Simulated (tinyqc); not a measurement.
Lattice vibrations of a chain, step by step. One step of it, computed by the program tinyqc.

Problem. Frequencies. omega^2 are the eigenvalues; wavenumber = 521.4708 sqrt(eigenvalue) 1/cm.

D(q) (eV/(angstrom^2 u)):
$$\begin{pmatrix}
2.144444 & -0.123510+0.475876i \\
-0.123510-0.475876i & 0.229216
\end{pmatrix}$$

Give: eigenvalues; wavenumbers; weights |e|^2 of the mass-weighted modes.

Solution.

eigenvalues: [0.1104, 2.2633]

wavenumbers (1/cm): [173.3, 784.5]

weights |e|^2 of the mass-weighted modes, order atom 1, atom 2:
$$\begin{pmatrix}
0.0552 & 0.9448 \\
0.9448 & 0.0552
\end{pmatrix}$$
